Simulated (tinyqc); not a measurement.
# Free and trapped electrons in a MOS channel with a dense trap tail: effects of single changes

p-type body, charge-sheet picture, full ionisation (an idealisation for deep acceptors), Boltzmann statistics for free electrons. e = Ec - EF at the surface. Acceptor-like traps of density D(E) = D0 + De exp(-E/Ew) at depth E below Ec, from 0 to Eu, hold n_t = integral of D(E)/(1 + exp((e - E)/Vt)). psi = Eg - Vt ln(Nv/Na) - e; N_dep = sqrt(2 eps0 eps_r Na (psi - Vt)/q); n_f = sqrt(N_dep^2 + 2 eps0 eps_r Vt Nc exp(-e/Vt)/q) - N_dep; Vg = Vfb + psi + q (N_dep + n_t + n_f)/Cox, Cox = eps0 eox/tox.

Values chosen for this exercise; band and dielectric values close to those of gallium nitride:

| symbol | value | unit | meaning |
|---|---|---|---|
| T | 250 | K | temperature |
| Eg | 3.36 | eV | band gap |
| eps_r | 9.64 |  | relative permittivity |
| Nc | 1.78e18 | cm^-3 | conduction-band density of states at T |
| Nv | 3.49e19 | cm^-3 | valence-band density of states at T |
| eox | 3.9 |  | relative permittivity of the insulator |
| tox | 70 | nm | insulator thickness |
| Na | 5e16 | cm^-3 | acceptor density |
| Vfb | -2.42 | V | flat-band voltage without trapped charge |
| D0 | 1.4e10 | cm^-2 eV^-1 | constant background density of acceptor-like traps |
| De | 5.2e12 | cm^-2 eV^-1 | density of the tail at the conduction edge |
| Ew | 0.06 | eV | decay energy of the tail |
| Eu | 0.74 | eV | depth below Ec down to which the traps reach |
| mf | 69 | cm^2/(V s) | mobility of free electrons |

Constants: q = 1.602176634e-19 C, kB = 1.380649e-23 J/K, Vt = kB T/q, eps0 = 8.8541878128e-14 F/cm where lengths are in cm. Results are converted to the units shown.

Each table varies one quantity; the others keep the values above.

## Free and trapped charge against gate voltage

Free share n_f/(n_f + n_t); swing ln 10 n_f/(dn_f/dVg); field-effect mobility mf q (dn_f/dVg)/Cox, for a constant mf; oxide field q (N_dep + n_t + n_f)/(eps0 eox).

Free and trapped charge against gate voltage:
```
Vg (V),e (eV),n_f (cm^-2),n_t (cm^-2),free share (%),swing (mV/decade),field-effect mobility (cm^2/(V s)),oxide field (MV/cm)
4.6,0.2804,3.648e5,1.007e10,0.003622,96.41,0.001953,0.5831
6,0.01693,6.968e10,2.353e11,22.85,960.3,37.44,0.7454
7.3,-0.02254,3.870e11,2.980e11,56.49,3161,63.18,0.9255
8.6,-0.03986,7.660e11,3.104e11,71.16,5931,66.65,1.109
10,-0.05182,1.186e12,3.153e11,79.00,9045,67.67,1.307
11.3,-0.06013,1.580e12,3.175e11,83.27,1.198e4,68.07,1.492
12.6,-0.06689,1.975e12,3.187e11,86.11,1.493e4,68.28,1.676
13.9,-0.07261,2.372e12,3.196e11,88.13,1.789e4,68.42,1.861
15.3,-0.07796,2.800e12,3.202e11,89.74,2.109e4,68.51,2.060
```

What does the table show?

n_f reaches 1e11 cm^-2 at Vg = 6.17 V, against 5.35 V without traps. The free share rises from 0.00362 to 89.7 % and the field-effect mobility rises from 0.00195 to 68.5 cm^2/(V s), although mf = 69 is constant: in the last row 99.3 % of Cox dVg goes into free electrons. The swing in the first row is 96.4 mV a decade (Vt ln 10 = 49.6). For Vg = 6, 7.3, 8.6, 10, 11.3, 12.6, 13.9, 15.3 EF lies less than 2 Vt below the band edge, or above it, where degeneracy and confinement, left out, matter.

## Effect of the decay energy of the tail

VT is the Vg for n_f = 1e11 cm^-2; swing ln 10 n_f/(dn_f/dVg) at n_f = 1e8 cm^-2; the last three columns are for Vg = VT + 5.6 V, with free share n_f/(n_f + n_t) and field-effect mobility mf q (dn_f/dVg)/Cox; there EF is near the band edge, where Boltzmann statistics are rough.

Effect of the decay energy of the tail:
```
Ew (eV),e at VT (eV),VT (V),q n_t/Cox at VT (V),swing (mV/decade),n_f (cm^-2),free share (%),field-effect mobility (cm^2/(V s))
0.03,0.008872,5.716,0.3685,97.01,1.738e12,91.43,68.22
0.05,0.008872,6.011,0.6631,134.2,1.726e12,86.63,68.17
0.07,0.008872,6.323,0.9755,187.8,1.718e12,82.29,68.15
0.09,0.008872,6.644,1.296,244.1,1.713e12,78.35,68.13
0.11,0.008872,6.968,1.621,297.2,1.710e12,74.78,68.12
0.13,0.008872,7.292,1.945,345.0,1.708e12,71.55,68.11
0.15,0.008872,7.613,2.265,387.4,1.706e12,68.63,68.10
0.17,0.008872,7.926,2.579,424.9,1.704e12,66.01,68.10
```

What does the table show?

As Ew goes from 0.03 to 0.17, VT rises from 5.72 to 7.93 V, its part due to traps rises from 0.368 to 2.58 V, the swing rises from 97.0 to 425 mV/decade and the field-effect mobility stays near 68.1 cm^2/(V s). In every row e is under 2 Vt already at VT, so VT too is rough.

tinyqc, about 0.03 s, one thread, Intel Xeon 2.30GHz (shared host): `OMP_NUM_THREADS=1 python tinyqc.py 2222032 2222033 out.jsonl`
